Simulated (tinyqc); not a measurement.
Yield per ion against the flux ratio: ion-assisted plasma etching: sheath, surface coverage, synergy and aspect-ratio dependence. Computed by tinyqc, a small Python program. Command: `OMP_NUM_THREADS=1 python tinyqc.py 3021109 3021110 out.jsonl etch walk`. One thread of a shared host (Intel(R) Xeon(R) Processor @ 2.30GHz), about 0.04 s of CPU time with the checks.

Radicals adsorb on bare sites; ions remove covered sites with a high yield and bare sites by sputtering; a slow spontaneous reaction acts everywhere, walls included.

Inputs (values chosen for the exercise, close to those used for silicon in a halogen plasma):

| quantity | value | unit |
|---|---|---|
| plasma density n_e | 2.2e+11 | 1/cm^3 |
| electron temperature T_e | 2.1 | eV |
| ion mass M_i | 71 | u |
| sheath voltage V | 170 | V |
| radical density n | 2.1e+12 | 1/cm^3 |
| radical mass M_n | 35.5 | u |
| gas temperature T_g | 500 | K |
| sticking coefficient s | 0.18 | - |
| radicals per removed unit x | 3 | - |
| yield slope b | 0.31 | eV^(-1/2) |
| threshold E_th | 17 | eV |
| sputter slope b_p | 0.013 | eV^(-1/2) |
| sputter threshold E_p | 25 | eV |
| spontaneous reaction probability k_c | 8.2e-05 | - |
| solid density N | 5e+22 | 1/cm^3 |
| ion temperature T_i | 0.29 | eV |

Feature: round hole.

Constants: e = 1.602176634e-19 C; u = 1.6605390666e-27 kg; k_B = 1.380649e-23 J/K; eps_0 = 8.8541878128e-12 F/m.

Method:
- Bohm speed u_B = sqrt(e T_e/M_i); ion flux G_i = 0.61 n_e u_B; radical flux G_n = n c/4 with c = sqrt(8 k_B T_g/(pi M_n)).
- Debye length lambda_D = sqrt(eps_0 T_e/(e n_s)) with n_s = 0.61 n_e, T_e in volts; Child-law sheath d = (sqrt2/3) lambda_D (2 V/T_e)^(3/4); ion energy E = V + T_e/2; angular spread = arctan(sqrt(T_i/E)).
- Yields: Y = b (sqrt(E) - sqrt(E_th)) on covered sites, Y_p = b_p (sqrt(E) - sqrt(E_p)) on bare ones (zero below threshold).
- Steady coverage: s G_n (1 - theta) = x Y G_i theta; removal flux = Y G_i theta + Y_p G_i (1 - theta) + k_c G_n; rate = flux/N, 1 cm/s = 6e8 nm/min.
- The ion flux is fixed and the radical flux set by the ratio; the removal per ion is the removal flux over G_i.

yield Y = 2.77621

sputter yield Y_p = 0.105022

ion flux G_i = 2.26706e+16 1/(cm^2 s)

Open field:

| G_n/G_i | theta | rate (nm/min) | removal per ion |
|---|---|---|---|
| 0.3 | 0.00644 | 33.26 | 0.1223 |
| 1 | 0.02116 | 43.97 | 0.1616 |
| 3 | 0.06089 | 72.89 | 0.2679 |
| 10 | 0.17771 | 157.94 | 0.5805 |
| 30 | 0.39334 | 315.08 | 1.1582 |
| 100 | 0.68367 | 527.61 | 1.9394 |
| 300 | 0.86638 | 664.85 | 2.4439 |
| 1000 | 0.95578 | 745.43 | 2.7401 |
| 3000 | 0.98481 | 811.15 | 2.9816 |

What does the comparison show, and why?

Coverage reaches one half at G_n/G_i = x Y/s = 46.3. Below that the ion-assisted part follows the radical flux, on top of the sputter floor Y_p = 0.105; above it the ion-assisted part saturates at Y = 2.78 per ion, and the further rise to 2.98 comes from the spontaneous reaction, which costs anisotropy.
